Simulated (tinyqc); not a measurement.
Schottky barrier on an n-type semiconductor, non-linear Poisson equation by Newton steps: two steps of the calculation.

One dimension, metal at x = 0, donor density C(x) = Nd, uniform. Energies are counted from the electron Fermi level of the semiconductor and the conduction-band edge is Ec = -psi, so n = Nc exp(psi/Vt); holes follow the Fermi level of the metal, at -V, so p = Nv exp((V - psi - Eg)/Vt). Ends: psi(0) = V - phiB and psi = Vt ln(Nd/Nc) deep inside. Boltzmann statistics, full ionisation, no current, no image force in the Poisson equation.

Parameters, values chosen for the exercise; band and dielectric values close to those of In0.53Ga0.47As: temperature T = 250 K; band gap Eg = 0.725 eV; relative permittivity eps_r = 13.8; conduction-band density of states at T Nc = 1.61e17 cm^-3; valence-band density of states at T Nv = 5.97e18 cm^-3; donor density deep in the semiconductor Nd = 5.5e15 cm^-3; barrier height phiB = 0.42 eV; bias of the metal against the semiconductor V = -2.6 V.

Constants: q = 1.602176634e-19 C, kB = 1.380649e-23 J/K, Vt = kB T/q, eps0 = 8.8541878128e-14 F/cm where lengths are in cm. Results are converted to the units shown.

Task 1. Newton step. Solve the tridiagonal system a_(i-1) d_(i-1) + b_i d_i + a_i d_(i+1) = -F_i for nodes 1 to 8, with d = 0 on fixed nodes. Each component d is damped to sign(d) Vt ln(1 + |d|/Vt) before it is added.

| interval | coupling a_i (F/cm^2) |
|---|---|
| 0 | 1.2727895e-7 |
| 1 | 1.0813079e-7 |
| 2 | 9.1184919e-8 |
| 3 | 7.7826619e-8 |
| 4 | 6.5692361e-8 |
| 5 | 5.5539905e-8 |
| 6 | 4.8105430e-8 |
| 7 | 3.9415417e-8 |
| 8 | 3.3941053e-8 |

| node | diagonal b (F/cm^2) | residual F (C/cm^2) |
|---|---|---|
| 1 | -2.3540999e-7 | 9.2085156e-9 |
| 2 | -1.9931571e-7 | 1.0882785e-8 |
| 3 | -1.6901154e-7 | 1.2821419e-8 |
| 4 | -1.4351898e-7 | 1.5112531e-8 |
| 5 | -1.2123227e-7 | 1.7888302e-8 |
| 6 | -1.0364534e-7 | 2.0884372e-8 |
| 7 | -8.7520847e-8 | 2.4849760e-8 |
| 8 | -7.3356470e-8 | 2.9520104e-8 |

| node | psi at the start (V) |
|---|---|
| 0 | -3.0200000 |
| 1 | -2.8653899 |
| 2 | -2.6834009 |
| 3 | -2.4675909 |
| 4 | -2.2147389 |
| 5 | -1.9151818 |
| 6 | -1.5608669 |
| 7 | -1.1517943 |
| 8 | -0.6525324 |
| 9 | -0.0727444 |

Wanted: Newton step d, before damping; psi after iteration 1.

Result 1.

| node | Newton step d, before damping (V) |
|---|---|
| 1 | 0.6003 |
| 2 | 1.2216 |
| 3 | 1.8392 |
| 4 | 2.3979 |
| 5 | 2.8299 |
| 6 | 3.0187 |
| 7 | 2.8025 |
| 8 | 1.9082 |

| node | psi after iteration 1 (V) |
|---|---|
| 0 | -3.0200 |
| 1 | -2.7929 |
| 2 | -2.5960 |
| 3 | -2.3715 |
| 4 | -2.1130 |
| 5 | -1.8099 |
| 6 | -1.4542 |
| 7 | -1.0468 |
| 8 | -0.5557 |
| 9 | -0.0727 |

Task 2. Check against the first integral. First integral for uniform doping: E_0^2 = (2 q/(eps0 eps_r)) [Nd (U - Vt + Vt exp(-U/Vt)) + Vt p_0], U = Vbi - V, Vbi = phiB - Vt ln(Nc/Nd), p_0 = Nv exp((phiB - Eg)/Vt) (deep holes neglected). Image-force lowering dphi = sqrt(q E_0/(4 pi eps0 eps_r)), at x_m = sqrt(q/(16 pi eps0 eps_r E_0)). Depletion approximation: E = sqrt(2 q Nd U/(eps0 eps_r)).

Wanted: E_0; dphi; x_m; field in the depletion approximation.

Result 2.

E_0 = 64.96 kV/cm
dphi = 26.04 mV
x_m = 2.004 nm
field in the depletion approximation = 65.20 kV/cm

Computed by the program tinyqc: `OMP_NUM_THREADS=1 python tinyqc.py 2020108 2020109 out.jsonl`, one thread of a shared Intel Xeon 2.30GHz, about 0.07 s for the whole run.
